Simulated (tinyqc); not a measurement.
Surface photovoltage measurement of the minority-carrier diffusion length in a wafer: one step, computed by the program tinyqc. Command: `OMP_NUM_THREADS=1 python tinyqc.py 3130480 3130481 out.jsonl spv walk`. One thread of a shared host (Intel(R) Xeon(R) Processor @ 2.30GHz), about 0.01 s of CPU time with the checks.

Low injection, steady light, a depletion layer much thinner than 1/alpha and L. The excess density dn is taken at the front edge of the neutral region; light that reaches the back is lost.

Problem. The linear plot. alpha = (84.732/lambda - 76.417)^2 per cm with lambda in micrometre (an empirical fit for silicon between 0.7 and 1.05 micrometre). Thick wafer: dn = Phi L/((S_f + D/L)(L + 1/alpha)). Finite wafer, with s = S_b L/D, w = W/L, a = alpha L: dn = [Phi a/(a^2 - 1)] [a - B - exp(-alpha W)(a - s)/(cosh w + s sinh w)]/(S_f + B D/L), B = (sinh w + s cosh w)/(cosh w + s sinh w). Readings y = (Phi/dn) (1 + noise x g) at 780, 830, 880, 920, 950, 975 and 995 nm; a least-squares line y = c (1/alpha + L_app) gives L_app = intercept/slope.

Inputs (values chosen for the exercise, modelled on p-type silicon at room temperature):
```
quantity                            value        unit
diffusion length L                     29  micrometre
wafer thickness W                     725  micrometre
diffusivity D                        27.1      cm^2/s
front recombination velocity S_f     2900        cm/s
back recombination velocity S_b    140000        cm/s
photon flux entering              2.4e+13  1/(cm^2 s)
relative noise of each reading        0.2           %
```

normal deviates g for the noise: 0.04  0.25  0.63  -0.23  -0.30  -1.30  -0.19

Give: the table «Readings» with the columns 1/alpha (micrometre), y (cm/s), line (cm/s), for lambda (nm) = 780, 830, 880, 920, 950, 975, 995; slope; apparent length L_app; error of L_app (rounded to 0.001).

Solution.

Readings:
```
lambda (nm)  1/alpha (micrometre)  y (cm/s)  line (cm/s)
780                           9.6     16315        16322
830                          15.2     18662        18657
880                          25.3     22969        22937
920                          40.7     29398        29399
950                          61.3     38096        38091
975                          90.9     50502        50585
995                         130.9     67485        67435
```

slope = 421.5 cm/(s micrometre)

apparent length L_app = 29.08 micrometre

error of L_app (rounded to 0.001) = 0.286 %

At W/L = 25.0 the finite thickness shifts L_app by less than 0.05 %. S_f scales all readings alike and leaves L_app unchanged.
